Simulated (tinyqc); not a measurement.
# Which input was changed?

Model: non-radiative capture by multiphonon emission, one effective mode. Computed by tinyqc, a small Python program. Command: `OMP_NUM_THREADS=1 python tinyqc.py 3005114 3005115 out.jsonl capture which`. One thread of a shared host (Intel(R) Xeon(R) Processor @ 2.30GHz), about 0.2 s of CPU time with the checks.

The initial state (free carrier plus empty centre) lies dE above the final state; both have the same frequency and are displaced by dQ.

Inputs (values chosen for the exercise, with mass, screening and phonons like those of beta-Ga2O3):
```
quantity                    value                   unit
energy released dE          0.164                     eV
phonon energy hbar omega     32.4                    meV
Huang-Rhys factor S          1.08                      -
electron-phonon coupling W   0.02  eV/(u^(1/2) angstrom)
cell volume V                1250             angstrom^3
degeneracy g                    2                      -
broadening b                   27                    meV
carrier mass m               0.27                    m_0
dielectric constant eps      10.4                      -
temperature T                 400                      K
defect density N_t          7e+13                  cm^-3
```

Centre: attractive.

Constants: hbar^2/u = 4.18015928e-03 eV angstrom^2; k_B = 8.617333262e-05 eV/K; hbar = 6.582119569e-16 eV s; Ry = 13.605693123 eV; k_B = 1.380649e-23 J/K; m_0 = 9.1093837015e-31 kg.

Method:
- dQ = sqrt(2 S (hbar^2/u)/hbar omega); relaxation energy lambda = S hbar omega; phonons needed P = dE/hbar omega; classical barrier E_b = (dE - lambda)^2/(4 lambda); occupation n = 1/(exp(hbar omega/k_B T) - 1).
- Huang-Rhys weight for a net emission of p phonons: L_p = exp(-S (2n + 1)) ((n + 1)/n)^(p/2) I_p(2 S sqrt(n (n + 1))), I_p the modified Bessel function.
- M_p = sum_m w_m <m_i|Q|(m + p)_f>^2 with Q counted from the final minimum and Boltzmann weights w_m for m = 0..24; <m_i|Q|k_f> = sqrt((hbar^2/u)/(2 hbar omega)) [sqrt(k) <m|k-1> + sqrt(k+1) <m|k+1>], with overlaps of oscillators displaced by d = sqrt(2 S) summed on 1500 points from -16 to 16 + d.
- The delta function is a Gaussian of standard deviation b at dE - p hbar omega.
- C_0 = V (2 pi/hbar) g W^2 sum_p M_p Gaussian_p. The sum runs over the seven p from round(P) - 3 to round(P) + 3; 1 angstrom^3 = 1e-24 cm^3.
- Sommerfeld factor of an attractive centre: s(k) = 2 pi nu/(1 - exp(-2 pi nu)), nu = sqrt(Ry*/E), Ry* = Ry m/eps^2, averaged over (2/sqrt(pi)) sqrt(x) exp(-x) dx with x = E/k_B T = t^2 (trapezoid, t to 6 in steps of 0.01).
- C = s C_0; v = sqrt(3 k_B T/m); sigma = C/v; tau = 1/(C N_t).

Task: One of these inputs alone was changed, within the range given: energy released dE (0.082 to 0.328); Huang-Rhys factor S (0.54 to 2.16); carrier mass m (0.135 to 0.54); defect density N_t (3.5e+13 to 1.4e+14). Which one, and to what value?

Results:
```
run     capture time (s)  cross-section sigma (cm^2)  classical barrier E_b (eV)
before      1.880699e-07                2.926690e-15                   0.1189062
after       2.254263e-07                2.926690e-15                   0.1189062
```

Result:

Each candidate set to reproduce capture time, and what it then gives:
```
candidate                       range searched  value needed  cross-section sigma (cm^2)  classical barrier E_b (eV)
energy released dE (eV)         0.082 to 0.328        0.1719                  2.4417e-15                     0.13390
Huang-Rhys factor S               0.54 to 2.16        0.9848                  2.4417e-15                     0.13672
carrier mass m (m_0)             0.135 to 0.54        0.1858                  2.0257e-15                     0.11891
defect density N_t (cm^-3)  3.5e+13 to 1.4e+14      5.840e13                  2.9267e-15                     0.11891
```

Only defect density N_t fits every result: it went from 7e+13 to 5.84e13 cm^-3. The next best candidate, Huang-Rhys factor S, misses one result by 17 %.
